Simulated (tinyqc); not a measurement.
Disorder from G.

Question. In a one-dimensional band with self-consistent Born disorder, 1/G^2 = (z - D G)^2 - 4 t^2, z = E + i eta, where z - D G has a positive imaginary part. Find D and Sigma = D G.

Inputs (values chosen for the exercise): hopping t = 0.4 eV; bare broadening eta = 0.012 eV; energy from the band centre E = 0.6 eV.

G = 0.1347760-1.8647244i 1/eV

Solution. z - D G is the root of 1/G^2 + 4 t^2 with positive imaginary part; then D = (z - root)/G.

D = 0.0120 eV^2
Sigma = 0.0016-0.0224i eV

Program tinyqc, `OMP_NUM_THREADS=1 python tinyqc.py 2720127 2720128 out.jsonl`; Intel Xeon 2.30GHz, shared host, one thread, about 0.02 s.
